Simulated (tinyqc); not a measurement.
Threshold spread from leakage statistics.

Question. VT is Gaussian with standard deviation s and Ioff goes as exp(-VT/(n Vt)), so Ioff is log-normal: mean/median = exp(w^2/2) with w = s/(n Vt). Find w, s, the relative standard deviation sqrt(exp(w^2) - 1) and the share of devices that leak more than the mean, erfc(w/(2 sqrt(2)))/2.

Parameters, values chosen for the exercise:
```
symbol,value,unit,meaning
T,400,K,temperature
n,1.2,,subthreshold factor
```

Constants: q = 1.602176634e-19 C, kB = 1.380649e-23 J/K, Vt = kB T/q. Results are converted to the units shown.

mean/median of the off current = 1.0405642

Answer. w = sqrt(2 ln(mean/median)); the mean lies w/2 standard deviations out in ln Ioff.

w = 0.2820
s = 11.66 mV
relative standard deviation = 0.2877
share above the mean = 44.39 %

Computed by the program tinyqc: `OMP_NUM_THREADS=1 python tinyqc.py 2090039 2090040 out.jsonl`, one thread of a shared Intel Xeon 2.30GHz, about 0.01 s for the whole run.
